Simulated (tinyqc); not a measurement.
Mesh size and shift: special k points of the fcc lattice.

Lattice vectors in units of a: a1 = (0, 1/2, 1/2), a2 = (1/2, 0, 1/2), a3 = (1/2, 1/2, 0); reciprocal vectors b_i with a_i . b_j = 2 pi delta_ij. Mesh: k = sum_i f_i b_i with f_i = (2 j_i + shift)/(2 N), j_i = 0 .. N-1. The point group of the lattice has 48 operations; only those that map the mesh onto itself are used.

A_m(k) = sum over the m-th star of lattice vectors R of cos(k . R), stars in order of length: m = 1: |R|^2 = 0.5, 12 vectors, such as (1, 0, 0) in the basis a_i; m = 2: |R|^2 = 1, 6 vectors, such as (1, 1, -1) in the basis a_i; m = 3: |R|^2 = 1.5, 24 vectors, such as (2, 0, -1) in the basis a_i; m = 4: |R|^2 = 2, 12 vectors, such as (2, 0, 0) in the basis a_i; m = 5: |R|^2 = 2.5, 24 vectors, such as (2, 1, -1) in the basis a_i; m = 6: |R|^2 = 3, 8 vectors, such as (3, -1, -1) in the basis a_i. The zone mean of every A_m is zero.

Test function, the lower band of a two-band insulator: E(k) = -sqrt(D^2 + (e0 - t A_1(k))^2).

Parameters, chosen for this exercise:
- D = 1.89 eV (half gap term)
- t = 0.36 eV (coupling)
- e0 = 1.73 eV (offset)

Errors of the mean of E against the unshifted mesh with N = 24. The fifth column is |R|^2 of the shortest star with a non-zero mean.

Meshes:
```
mesh       points  irreducible  operations  |R|^2 missed  error (meV)
1 Gamma         1            1          48          0.50     -412.605
1 shifted       1            1          12          1.00      231.444
2 Gamma         8            3          48          2.00     -272.226
2 shifted       8            2          12          4.00      -11.618
3 Gamma        27            4          48          4.50        8.244
3 shifted      27            6          12          9.00        0.951
4 Gamma        64            8          48          8.00        2.111
4 shifted      64           10          12         16.00       -0.060
5 Gamma       125           10          48         12.50       -0.903
5 shifted     125           19          12           >16       -0.003
6 Gamma       216           16          48           >16        0.123
6 shifted     216           28          12           >16        0.003
```

reference mean = -2.79367 eV

The shifted mesh has the smaller error for 6 of 6 values of N and the larger for 0. The cheapest mesh within 1 meV is 3 shifted, with 6 irreducible points. A mesh misses the lattice vectors N (n1 a1 + n2 a2 + ...); the half shift gives each the sign (-1)^(n1 + n2 + ...), so the 12 shortest ones add up to 0 in place of 12: they cancel. The shift lowers the symmetry; it leaves more irreducible points for N = 3, 4, 5 and 6; it leaves fewer irreducible points for N = 2.

Program tinyqc; command `OMP_NUM_THREADS=1 python tinyqc.py 1650143 1650144 out.jsonl`; about 0.1 s on one thread of a shared Intel(R) Xeon(R) Processor @ 2.30GHz.
